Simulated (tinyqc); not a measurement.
Worked calculation: Heisenberg magnet: exchange from energy differences, ordering vector, linear spin waves and ordering temperature. Computed by tinyqc, a small Python program that keeps every step. Command: `OMP_NUM_THREADS=1 python tinyqc.py 3023768 3023769 out.jsonl magnon walk`. One thread of a shared host (Intel(R) Xeon(R) Processor @ 2.30GHz), about 0.07 s of CPU time with the checks. Intermediate numbers are printed to about 6 digits and carried at full precision; extremes and crossings named in words are read from the listed rows.

H = -sum over pairs <ij> J_ij S_i.S_j - K sum_i (S_i^z)^2, each pair once, J > 0 ferromagnetic. First neighbours: 12 at a (0.5, 0.5, 0), second: 6 at a (1, 0, 0), with all permutations and signs.

Inputs (values chosen for the exercise, for a model magnet):

| quantity | value | unit |
|---|---|---|
| exchange J1 | 1.45 | meV |
| exchange J2 | -0.099 | meV |
| spin S | 1 | - |
| single-ion anisotropy K | 0.03 | meV |
| lattice constant a | 5.94 | angstrom |
| mesh divisions n | 16 | - |
| temperature T | 32 | K |

Lattice: fcc. Order: ferromagnetic.

wave vector q (2 pi/a): 0.35  0.13  0.052

Constants: h x 1 THz = 4.135667696 meV; k_B = 8.617333262e-05 eV/K.

## Energies of ordered states

J(q) = J1 g1(q) + J2 g2(q), g_s(q) = sum over shell s of cos(q.R). A classical spiral or collinear state of wave vector Q has the exchange energy -(S^2/2) J(Q) per site.

States, Q in 2 pi/a:

| Q | g1 | g2 | energy (meV/site) |
|---|---|---|---|
| G (0, 0, 0) | 12 | 6 | -8.403 |
| X (1, 0, 0) | -4 | 6 | 3.197 |
| L (0.5, 0.5, 0.5) | 0 | -6 | -0.297 |
| W (1, 0.5, 0) | -4 | 2 | 2.999 |

The lowest of these is G (0, 0, 0), 8.106 meV per site below L (0.5, 0.5, 0.5).

## Back from energy differences to J1 and J2

Subtract the first row of the table from the second and third: dE = -(S^2/2)(dg1 J1 + dg2 J2), two equations for two unknowns, as in mapping total energies onto a spin model.

coefficients:
```
   J1  J2
1   8   0
2   6   6
```

energy differences (meV/site): 11.600  8.106

J1, J2 (meV): 1.450  -0.099

## Magnon energy at q

g_s(q) = sum over shell s of cos(q.R), z1 = g1(0). E(q) = S [J(0) - J(q)] + (2S - 1) K, J(q) = J1 g1 + J2 g2. The factor 2S - 1 removes the anisotropy for S = 1/2.

g1(q) = 7.08053

g2(q) = 2.08772

E(q) = 6.77591 meV

frequency = 1.63841 THz

## Long waves and the gap

sum R_x^2 over the shells is s1 = 2 a^2 and s2 = 2 a^2. E = gap + D q^2 with D = (S/2)(J1 s1 + J2 s2) and gap = (2S - 1) K.

stiffness D = 47.6681 meV angstrom^2

gap = 0.03 meV

## Dispersion

The formulas are those given above.

Energies (meV); X = (1, 0, 0), L = (0.5, 0.5, 0.5) in 2 pi/a:

| line | fraction of the way | E(q) | gap + D q^2 |
|---|---|---|---|
| G-X | 0.10 | 0.5599 | 0.5634 |
| G-X | 0.25 | 3.2296 | 3.3635 |
| G-X | 0.50 | 11.2340 | 13.3638 |
| G-X | 0.75 | 19.6344 | 30.0311 |
| G-X | 1.00 | 23.2300 | 53.3653 |
| G-L | 0.10 | 0.4267 | 0.4300 |
| G-L | 0.25 | 2.4042 | 2.5301 |
| G-L | 0.50 | 8.1360 | 10.0304 |
| G-L | 0.75 | 13.8678 | 22.5308 |
| G-L | 1.00 | 16.2420 | 40.0315 |

At the end of the G-X rows the long-wave form is 2.30 times the true energy. At the end of the G-L rows the long-wave form is 2.46 times the true energy. It holds to 5 % in 3 of the ten rows; nearer the zone boundary the cosine flattens the band.

## Loss of moment

Mesh: q = sum_i (m_i + 1/2)/n b_i, m_i = 0..n-1, b = [[-1, 1, 1], [1, -1, 1], [1, 1, -1]] in 2 pi/a; <..> is the mean over the mesh. n = 1/(exp(E/(k_B T)) - 1); no zero-point loss; thermal loss <n>; moment = S less the losses.

zero-point loss = 0

thermal loss = 0.0418794

moment <S^z> = 0.958121

The thermal loss is 4.19 % of S.

## Ordering temperature

K left out. Mean field: k_B T = S (S + 1) J(Q)/3 at the ordering vector Q; random-phase (Tyablikov): k_B T = [S (S + 1)/3] / <1/(J(Q) - J(q))>; Curie-Weiss theta = S (S + 1) J(0)/(3 k_B).

mean-field ordering temperature = 130.017 K

random-phase ordering temperature = 97.2911 K

Curie-Weiss temperature = 130.017 K

The random-phase value is 0.75 of mean field, since it weights the soft long waves (a harmonic mean of J(Q) - J(q) in place of the arithmetic one); on this mesh it lies slightly high.

Checks made by the program: the long-wave formula against the dispersion (relative difference 6e-07).
